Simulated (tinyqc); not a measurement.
# Barrier and mass from two Fowler-Nordheim currents

Question. Fowler-Nordheim tunnelling through a dielectric follows J = A F^2 exp(-B/F), A = q^2 me/(16 pi^2 hbar m1 phi1) (A/V^2 with phi1 in volts), B = (4/3) sqrt(m1/C) phi1^1.5 (V/nm), C = hbar^2/(2 m0). Find B, A, phi1 and m1.

Values chosen for this exercise: emitter mass in the supply function me = 1 m0.

Constants: q = 1.602176634e-19 C, hbar = 1.054571817e-34 J s, m0 = 9.1093837015e-31 kg, hbar^2/(2 m0) = 0.0380998212 eV nm^2. Results are converted to the units shown.

J at F = 0.7 and 1.37 V/nm (A/cm^2): [2.2693540e-10, 0.25542249]

Solution. The slope of ln(J/F^2) against 1/F is -B and the intercept gives A. A fixes the product m1 phi1, and B = (4/3) phi1 sqrt(m1 phi1/C) then gives phi1.

B = 27.9 V/nm
A = 9.57e-7 A/V^2
phi1 = 3.22 eV
m1 = 0.500 m0

Computed by the program tinyqc: `OMP_NUM_THREADS=1 python tinyqc.py 2540026 2540027 out.jsonl`, one thread of a shared Intel Xeon 2.30GHz, about 0.02 s for the whole run.
